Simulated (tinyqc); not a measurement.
## Donor binding, ionisation and the Mott limit: ionisation against doping

Hydrogenic donor: Ry = (m0 q^3/(8 eps0^2 h^2)) me/eps_r^2 in eV, E0 = cc Ry, radius a = q/(8 pi eps0 eps_r E0), Mott density Nm = (0.26/a)^3. Below Nm the level sinks as Ed = E0 [1 - (N/Nm)^(1/3)]. Neutrality: Nc F12(eta) = N/(1 + 2 exp(eta + Ed/kB T)), F12(x) = (2/sqrt(pi)) int_0^infinity sqrt(u)/(1 + exp(u - x)) du.

The neutrality equation is solved with F12 in each row.

Parameters, values chosen for the exercise; band and dielectric values those of a made-up semiconductor:

| symbol | value | unit | meaning |
|---|---|---|---|
| T | 300 | K | temperature |
| eps_r | 9.49 |  | relative permittivity |
| me | 0.22 | m0 | mass in the hydrogenic formula, set independently of Nc |
| Nc | 2.86e19 | cm^-3 | conduction-band density of states at 300 K |
| cc | 1.7 |  | ratio of the true binding energy to the hydrogenic one |

Constants: q = 1.602176634e-19 C, kB = 1.380649e-23 J/K, eps0 = 8.8541878128e-12 F/m, h = 6.62607015e-34 J s, m0 = 9.1093837015e-31 kg, Vt = kB T/q. Results are converted to the units shown.

Result of one run:
```
N/Nm,Ed (meV),ionised (%),ionised with Ed = E0 (%)
0.039945,37.187,92.641,86.469
```

Which donor density N gave this result: 4.6e16, 1.2e17, 2.9e17 or 7.4e17 cm^-3?

N = 2.9e17 cm^-3.

The whole series:
```
N (cm^-3),N/Nm,Ed (meV),ionised (%),ionised with Ed = E0 (%)
2.9e15,3.9945e-4,52.340,99.847,99.820
7.3e15,0.0010055,50.841,99.638,99.550
1.8e16,0.0024794,48.854,99.180,98.904
4.6e16,0.0063361,46.046,98.159,97.290
1.2e17,0.016529,42.109,96.048,93.469
2.9e17,0.039945,37.187,92.641,86.469
7.4e17,0.10193,30.108,87.269,74.367
1.9e18,0.26171,20.360,80.644,58.703
4.7e18,0.64739,7.6233,74.453,43.434
```

The ionised share falls from 99.8 to 74.5 %, against 99.8 to 43.4 % for a fixed level: a higher density raises EF against the level, which fills more donors, while the sinking Ed works the other way.

Range of the model: A sharp level with degeneracy 2 overstates freeze-out near Nm, where the impurity band broadens and merges with the conduction band.

Numbers from tinyqc (`OMP_NUM_THREADS=1 python tinyqc.py 2330120 2330121 out.jsonl`; about 0.01 s on one thread of a shared Intel Xeon 2.30GHz).
